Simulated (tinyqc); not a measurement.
Input admittance of a MOSFET at zero drain bias: distributed channel and distributed gate: one step of the calculation.

Source and drain grounded, strong inversion, w = 2 pi f, Cox = eps0 eox/tox. The channel is an RC line of resistance 1/(mu Cox Vo) per square fed from both ends, so one finger has the intrinsic admittance y = i w Cox L tanh(g)/g per width, g = (1/2) sqrt(i w tau), tau = L^2/(mu Vo). The vertical resistance rv/L is in series with y, the overlaps 2 i w Cov in parallel: y_t = 1/(1/y + rv/L) + 2 i w Cov. The gate strip is a line of Rsh/L per length loaded by y_t, so a finger has Y = y_t Wf tanh(k)/k, k = (Wf/sd) sqrt(y_t Rsh/L); the device has Nf Y.

Task. Low-frequency resistances and capacitance. Low-frequency limits, with c = Cox L and ct = c + 2 Cov: R_strip = Rsh Wf/(3 sd^2 L Nf), R_ch = (c/ct)^2 L/(12 mu Cox Vo Wf Nf), R_vert = (c/ct)^2 rv/(L Wf Nf), C = ct Wf Nf.

Parameters, values chosen for the exercise; values of the order met in silicon radio-frequency transistors: relative permittivity of the gate insulator (close to aluminium oxide) eox = 9.2; insulator thickness tox = 16 nm; channel length L = 0.23 um; finger width Wf = 1.5 um; number of fingers Nf = 8; channel mobility mu = 350 cm^2/(V s); gate overdrive Vo = 0.67 V; sheet resistance of the gate Rsh = 4.4 ohm/square; vertical resistivity of the gate stack rv = 0 ohm um^2; number of ends at which a finger is contacted sd = 1; overlap and fringe capacitance on each side Cov = 0.19 fF/um.

Constants: eps0 = 8.8541878128e-14 F/cm where lengths are in cm. Results are converted to the units shown.

Give: parts; sum; C; 1/(2 pi R C).

Result.

parts (ohm): strip 1.196, channel 7.626, vertical 0
sum = 8.822 ohm
C = 18.61 fF
1/(2 pi R C) = 969.4 GHz

The channel term is the largest, 86.4 % of the sum.

Computed by the program tinyqc: `OMP_NUM_THREADS=1 python tinyqc.py 2262031 2262032 out.jsonl`, one thread of a shared Intel Xeon 2.30GHz, about 0.01 s for the whole run.
